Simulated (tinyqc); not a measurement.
Raising the field: quantum-confined Stark effect in a modulator well.

Envelopes on cells of 0.5 angstrom over the well |z| < L/2 and 45 angstrom of barrier on each side, psi = 0 beyond, psi'/m continuous (mean mass between points), c = hbar^2/2m0. The electron sees + e F z and the hole - e F z, each with its offset in the barriers; 1 kV/cm = 1e-5 eV/angstrom. Light holes, band mixing and escape by tunnelling are left out.

Exciton: in-plane function exp(-rho/lam), 1/mu = 1/me + 1/mp, E(lam) = c/(mu lam^2) - (q/eps) times the integral over k of Fm(k)(1 + (k lam/2)^2)^(-3/2), Fm(k) the double integral of psi_e^2 psi_h^2 exp(-k |z - z'|), q = e^2/(4 pi eps0); binding Eb = -E at the minimum. Line at Eg + E_e + E_h - Eb, strength proportional to overlap^2/lam^2.

Constants: hbar^2/2m0 = 3.80998211 eV angstrom^2; e^2/(4 pi eps0) = 14.39964547 eV angstrom; hc = 1239.841984 eV nm.

Inputs chosen for the exercise (near those of a Ge well in SiGe, direct gap; shifted at random, so the results belong to these values and not to a real crystal):
- L = 134 angstrom (well width)
- Vc = 0.378 eV (conduction offset)
- Vv = 0.113 eV (heavy-hole offset)
- me = 0.0411 m0 (electron, well)
- meb = 0.0552 m0 (electron, barrier)
- mh = 0.206 m0 (heavy hole along z, well)
- mhb = 0.24 m0 (heavy hole, barrier)
- Eg = 0.827 eV (gap of the well)
- mp = 0.072 m0 (heavy hole in the plane)
- eps = 15.5 (dielectric constant)
- Fs = (0, 13, 26, 38, 53, 68, 85) kV/cm (fields)

All quantities anew; shifts from zero field.

Results:
```
F (kV/cm)  dE_e (meV)  dE_h (meV)  Eb (meV)  line shift (meV)  overlap^2  relative strength
0                0.00        0.00      3.77              0.00      0.998              1.000
13              -0.17       -0.69      3.73             -0.83      0.950              0.936
26              -0.69       -2.65      3.63             -3.20      0.834              0.786
38              -1.47       -5.36      3.52             -6.57      0.708              0.633
53              -2.83       -9.64      3.38            -12.08      0.559              0.467
68              -4.62      -14.66      3.25            -18.76      0.434              0.340
85              -7.12      -21.03      3.12            -27.50      0.322              0.236
```

The line shift grows with exponent 1.95 in F at low field and 1.71 at the end, as the carriers come up against opposite walls and the dipole begins to saturate. The hole gives 80 % of the level shift in the second row and 75 % in the last. The largest shift is 7.3 times the zero-field binding, yet 83 % of the binding survives, since the walls stop the field from pulling the pair apart. Half the strength is gone between 38 and 53 kV/cm.

Program tinyqc; command `OMP_NUM_THREADS=1 python tinyqc.py 1251430 1251431 out.jsonl`; about 0.1 s on one thread of a shared Intel(R) Xeon(R) Processor @ 2.30GHz.
